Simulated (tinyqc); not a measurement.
Defects against doping: deep level with several charge states.

Energies from Ev. The defect has charge states +1, 0, -1 with weights 1, gm exp((EF - E1)/kT), exp((2 EF - E1 - E2)/kT); the shares are the weights over their sum. Boltzmann carriers: n = Nc exp((EF - Eg)/kT), p = Nv exp(-EF/kT). Neutrality: p - n + Nd + Nt <q> = 0.

Constants: kB = 8.617333262e-05 eV/K.

Parameters, chosen for this exercise (gap and densities of states near those of GaAs at this temperature; shifted at random, so the results belong to these values and not to a real crystal): Eg = 1.431 eV (gap); Nc = 4.41e+17 1/cm^3 (conduction-band density of states); Nv = 9.39e+18 1/cm^3 (valence-band density of states); T = 300 K; E1 = 0.479 eV (level (+1/0) above Ev); E2 = 0.842 eV (level (0/-1) above Ev); gm = 2 (degeneracy of the middle state, the others 1); Nd = -2.9e+16 1/cm^3 (ionised shallow donors minus acceptors).

Nt takes the listed multiples of |Nd|; the resistivity uses mobilities of 1000 (electrons) and 300 (holes) cm^2/(V s), chosen for the exercise, and e = 1.602176634e-19 C.

Neutral state:

| Nt/\|Nd\| | EF (eV) | n (1/cm^3) | p (1/cm^3) | rho (ohm cm) |
|---|---|---|---|---|
| 0.01 | 0.1497 | 0.000132 | 2.87e+16 | 0.725 |
| 0.10 | 0.1522 | 0.000145 | 2.61e+16 | 0.797 |
| 0.30 | 0.1586 | 0.000186 | 2.03e+16 | 1.02 |
| 0.60 | 0.1731 | 0.000326 | 1.16e+16 | 1.79 |
| 0.90 | 0.2089 | 0.00130 | 2.90e+15 | 7.17 |
| 1.10 | 0.4016 | 2.24 | 1.68e+12 | 1.23e+04 |
| 1.50 | 0.4432 | 11.2 | 3.37e+11 | 6.17e+04 |
| 3.00 | 0.4790 | 44.8 | 8.43e+10 | 2.47e+05 |
| 10.00 | 0.5179 | 202 | 1.87e+10 | 1.11e+06 |

EF goes from 0.150 to 0.518 eV and the resistivity from 0.725 to 1.11e+06 ohm cm, with a largest value of 1.11e+06. The largest move of EF, +0.193 eV, comes between Nt/|Nd| = 0.9 and 1.1; the levels lie at 0.479 and 0.842 eV. A defect can take up to one carrier of either sign, so the doping can be cancelled no earlier than Nt = |Nd|, there only if EF lies well beyond the level that takes the carriers and otherwise at larger Nt (mean charge +0.10 in the last row).

Computed by tinyqc, a small Python program: `OMP_NUM_THREADS=1 python tinyqc.py 1651682 1651683 out.jsonl` (the numbers bound the seed that draws the inputs); one thread of a shared host (Intel(R) Xeon(R) Processor @ 2.30GHz), about 0.01 s for the whole set of steps.
